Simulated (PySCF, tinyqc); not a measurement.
LCCD on RHF in the sto-3g basis, for H4, spin multiplicity 1, step by step. The lowest restricted solution is unstable here: a spin-polarised one lies 0.0054 hartree lower (PySCF). One step of it, computed by the program tinyqc.

Problem. Iteration 10 (converged): orbitals. Diagonalise F' = X^T F X, C = X C', fill 2 alpha and 2 beta electrons from the bottom; D = 2 C_occ C_occ^T. Each column has its largest component positive (the first on a tie).

converged F (hartree), order 1H 1s, 2H 1s, 3H 1s, 4H 1s:
```
[[-0.222781, -0.443973, -0.151985, 0.006238],
 [-0.443973, -0.349240, -0.431540, -0.151985],
 [-0.151985, -0.431540, -0.349240, -0.443973],
 [0.006238, -0.151985, -0.443973, -0.222781]]
```

X, order 1H 1s, 2H 1s, 3H 1s, 4H 1s:
```
[[1.097563, -0.291824, 0.057576, -0.007669],
 [-0.291824, 1.253525, -0.374140, 0.057576],
 [0.057576, -0.374140, 1.253525, -0.291824],
 [-0.007669, 0.057576, -0.291824, 1.097563]]
```

Give: F' = X^T F X; orbital energies; coefficients C; D after iteration 10.

Solution.

F' = X^T F X (hartree):
```
[[-0.020, -0.454, 0.066, 0.024],
 [-0.454, 0.076, -0.446, 0.066],
 [0.066, -0.446, 0.076, -0.454],
 [0.024, 0.066, -0.454, -0.020]]
```

orbital energies (hartree): [-0.614, -0.352, 0.248, 0.830]

coefficients C, order 1H 1s, 2H 1s, 3H 1s, 4H 1s:
```
[[0.269, 0.546, 0.741, -0.611],
 [0.439, 0.375, -0.471, 1.116],
 [0.439, -0.375, -0.471, -1.116],
 [0.269, -0.546, 0.741, 0.611]]
```

D after iteration 10, order 1H 1s, 2H 1s, 3H 1s, 4H 1s:
```
[[0.741, 0.646, -0.173, -0.451],
 [0.646, 0.666, 0.103, -0.173],
 [-0.173, 0.103, 0.666, 0.646],
 [-0.451, -0.173, 0.646, 0.741]]
```
